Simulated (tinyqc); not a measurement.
# Fully depleted semiconductor-on-insulator film with two gates, non-linear Poisson equation by Newton steps: charge against front-gate voltage

One dimension across the film, front interface at x = 0, back interface at x = ts. psi is counted from the intrinsic level, n = ni exp(psi/Vt) (source grounded), holes neglected, acceptors ionised. Gates act through Cox = eps0 eox/tox and Cbox = 3.9 eps0/tb with potentials G1 = Vg - (phiM - chi - Vt ln(Nc/ni)) and G2 = Vb - (phiB - chi - Vt ln(Nc/ni)). Classical Boltzmann densities, no interface charge, no depletion in the back plane.

ni = sqrt(Nc Nv) exp(-Eg/(2 Vt)), Eg in volts. The Poisson equation eps0 eps_r d2psi/dx2 = q (n + Na), with -eps0 eps_r dpsi/dx = Cox (G1 - psi) at x = 0 and eps0 eps_r dpsi/dx = Cbox (G2 - psi) at x = ts, is solved on 300 equal intervals with half boxes at both ends; N_inv is the trapezoid sum of n. Swing = ln 10/(d ln N_inv/dVg); the last column is (dN_inv/dVb)/(dN_inv/dVg).

Parameters, values chosen for the exercise; band and dielectric values close to those of silicon: temperature T = 250 K; band gap Eg = 1.13 eV; relative permittivity eps_r = 11.6; conduction-band density of states at T Nc = 2.1e19 cm^-3; valence-band density of states at T Nv = 2.05e19 cm^-3; electron affinity chi = 3.98 eV; relative permittivity of the gate insulator (close to hafnium oxide) eox = 21.7; insulator thickness tox = 11 nm; film thickness ts = 8.1 nm; buried-oxide thickness (eps_r 3.9) tb = 8.9 nm; acceptor density of the film Na = 1e15 cm^-3; work function of the front gate phiM = 4.39 eV; work function of the back plane phiB = 4.03 eV; back-gate voltage Vb = 0 V.

Constants: q = 1.602176634e-19 C, kB = 1.380649e-23 J/K, Vt = kB T/q, eps0 = 8.8541878128e-14 F/cm where lengths are in cm. Results are converted to the units shown.

Result of one run:
```
Vg (V)	psi front (V)	psi back (V)	N_inv (cm^-2)	centroid/ts	swing (mV/decade)	q dN_inv/dVg over Cox	back/front leverage
0.94	0.600	0.500	5.43e12	0.153	1.25e3	0.920	0.213
```

What becomes of these results when the front-gate voltage Vg is changed from 0.94 to 0.19 V, all else the same?

Result of the changed run:
```
Vg (V)	psi front (V)	psi back (V)	N_inv (cm^-2)	centroid/ts	swing (mV/decade)	q dN_inv/dVg over Cox	back/front leverage
0.19	0.370	0.403	4.67e9	0.626	69.6	0.0142	0.371
```

The whole series:
```
Vg (V)	psi front (V)	psi back (V)	N_inv (cm^-2)	centroid/ts	swing (mV/decade)	q dN_inv/dVg over Cox	back/front leverage
-0.11	0.114	0.208	2.37e5	0.784	71.1	7.04e-7	0.433
0.04	0.242	0.306	3.19e7	0.718	69.8	9.65e-5	0.407
0.19	0.370	0.403	4.67e9	0.626	69.6	0.0142	0.371
0.34	0.480	0.476	2.61e11	0.484	138	0.399	0.310
0.49	0.537	0.493	1.23e12	0.326	357	0.726	0.251
0.64	0.567	0.497	2.53e12	0.236	633	0.842	0.228
0.79	0.587	0.499	3.95e12	0.185	934	0.893	0.218
0.94	0.600	0.500	5.43e12	0.153	1.25e3	0.920	0.213
1.09	0.611	0.500	6.95e12	0.131	1.57e3	0.936	0.210
```

N_inv passes 1e11 cm^-2 at Vg = 0.292 V. The swing starts at 71.1 mV a decade, against (1 + k) Vt ln 10 = 58.0 for a front channel with k = Cs Cbox/(Cox (Cs + Cbox)) = 0.170, Cs = eps0 eps_r/ts; above threshold this column is no longer a subthreshold swing. The centroid falls from 0.784 to 0.131 of ts and the leverage of the back gate falls from 0.433 to 0.210. For Vg = 0.64, 0.79, 0.94, 1.09 the density at an interface exceeds 0.3 Nc, where Boltzmann statistics fail. For Vg = -0.11, 0.04, 0.49, 0.64, 0.79, 0.94, 1.09 the classical centroid lies within 3 nm of an interface, where confinement, left out, would push it away.

Numbers from tinyqc (`OMP_NUM_THREADS=1 python tinyqc.py 2190002 2190003 out.jsonl`; about 0.3 s on one thread of a shared Intel Xeon 2.30GHz).
